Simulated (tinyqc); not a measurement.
Inside a calculation. Model: undoped gate-all-around wire MOSFET, analytic charge model.

Computed by the program tinyqc: `OMP_NUM_THREADS=1 python tinyqc.py 2460160 2460161 out.jsonl`, one thread of a shared Intel Xeon 2.30GHz, about 0.03 s for the whole run. Printed values are rounded.

An undoped round wire of radius R under an insulator shell and a surrounding gate; long channel, electrons only, n = ni exp((psi - V)/Vt) with V the quasi-Fermi potential (0 at the source, Vd at the drain), constant mobility, no quantisation. The radial Poisson equation gives n(r) = n(0)/(1 - (1 - b) r^2/R^2)^2 with b = Q0/(Q + Q0). Q is the electron charge per area of the wire surface.

Inputs (values chosen for the exercise); material values close to those of silicon: temperature T = 273 K; band gap Eg = 1.12 eV; relative permittivity of the semiconductor eps_r = 11.9; conduction-band density of states at T Nc = 2.42e19 cm^-3; valence-band density of states at T Nv = 2.26e19 cm^-3; relative permittivity of the gate insulator eox = 3.71; insulator thickness tox = 1.9 nm; wire radius R = 6 nm; gate work function less that of the intrinsic body dphi = 0.19 V; channel mobility mu = 170 cm^2/(V s); gate length L = 0.5 um; gate voltage Vg = 0.74 V; drain voltage Vd = 0.1 V.

Constants: q = 1.602176634e-19 C, kB = 1.380649e-23 J/K, Vt = kB T/q, eps0 = 8.8541878128e-14 F/cm where lengths are in cm. Results are converted to the units shown.

Range of the model: In a wire this thin, quantum confinement raises the threshold; it is left out.

## Constants of the wire

ni = sqrt(Nc Nv) exp(-Eg/(2 Vt)), Eg in volts; Cox = eps0 eox/(R ln(1 + tox/R)); Q0 = 4 eps0 eps_r Vt/R; V0 = dphi + Vt ln[8 eps0 eps_r Vt/(q ni R^2)].

ni = 1.07388e9 cm^-3
Cox = 1.99010 uF/cm^2
Q0 = 165.249 nC/cm^2
V0 = 0.704896 V

## Iteration 1: charge at the source by Newton steps in y = ln(Q/Q0)

y at the start = 3

With V = 0 and Q = Q0 exp(y): f = Q/Cox + Vt y + Vt ln(1 + Q/Q0) - (Vg - V0); df/dy = Q/Cox + Vt (1 + Q/(Q + Q0)); y(new) = y - f/(df/dy).

Q = 3319.12 nC/cm^2
f = 1.77501 V
df/dy = 1.71375 V
y after iteration 1 = 1.96426

## Iteration 2: charge at the source by Newton steps in y = ln(Q/Q0)

As before.

Q = 1178.16 nC/cm^2
f = 0.652415 V
df/dy = 0.636168 V
y after iteration 2 = 0.938718

## Course of the iteration: charge at the source by Newton steps in y = ln(Q/Q0)

Stop when y changes by less than 1e-11, or after 60 iterations.

Course of the iteration:
```
iteration          y  |change|
1            1.96426      1.04
2           0.938718      1.03
3          0.0321247     0.907
4          -0.529529     0.562
5          -0.680248     0.151
6          -0.688276   8.03e-3
7          -0.688297   2.08e-5
8          -0.688297  1.39e-10
9          -0.688297         0
```

Converged in 9 iterations. At the end the number of correct digits about doubles with each step.

## Drain current and line charge

Qs = 83.0264 nC/cm^2
Qd = 8.34314 nC/cm^2

Q solves Vg - V0 - V = Q/Cox + Vt ln(Q/Q0) + Vt ln(1 + Q/Q0). I = mu (2 pi R/L)[2 Vt (Qs - Qd) + (Qs^2 - Qd^2)/(2 Cox) + Vt Q0 ln((Qd + Q0)/(Qs + Q0))], with Qs at V = 0 and Qd at V = Vd. Electrons per length at the source: 2 pi R Qs/q; surface over centre density: (1 + Qs/Q0)^2.

first term = 0.0450401 uA
second term = 0.0219750 uA
third term = -0.0178304 uA
I = 0.0491847 uA
electrons per length = 0.195361 1/nm
surface over centre density = 2.25730

The square-law term makes up 44.7 % of the current.
